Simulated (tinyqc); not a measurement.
Thermodynamics of metal silicides: hull, first phase, silicon consumed, nucleation and stability against SiO2: one step, computed by the program tinyqc. Command: `OMP_NUM_THREADS=1 python tinyqc.py 3004549 3004550 out.jsonl silphase walk`. One thread of a shared host (Intel(R) Xeon(R) Processor @ 2.30GHz), about 0.01 s of CPU time with the checks.

Entropies of formation of the solids are neglected, so heats stand for free energies. Si fractions: M5Si3 0.3750, MSi 0.5000, MSi2 0.6667.

Problem. First phase. Effective heat of formation: at the interface the mixture has the Si fraction x_e; the limiting element scales the heat, H_eff = H x_e/x if x_e < x, H (1 - x_e)/(1 - x) otherwise. The rule names the most negative as the first phase; its restriction to congruently melting phases is left out here.

Inputs (values chosen for the exercise, of the order of those of titanium silicides for heats and volumes only):
```
quantity                                value          unit
heat of formation of M5Si3              -71.7  kJ/mol atoms
heat of formation of MSi                -64.5  kJ/mol atoms
heat of formation of MSi2               -46.2  kJ/mol atoms
Si fraction x_e at the lowest liquidus   0.12             -
```

Phases: M5Si3, MSi, MSi2.

Give: H_eff; most negative H_eff.

Solution.

H_eff (kJ/mol atoms): M5Si3 -22.944, MSi -15.480, MSi2 -8.316

most negative H_eff = -22.944 kJ/mol atoms

The rule picks M5Si3, ahead of MSi by 7.5 kJ/mol. The rule is empirical and ignores nucleation barriers.
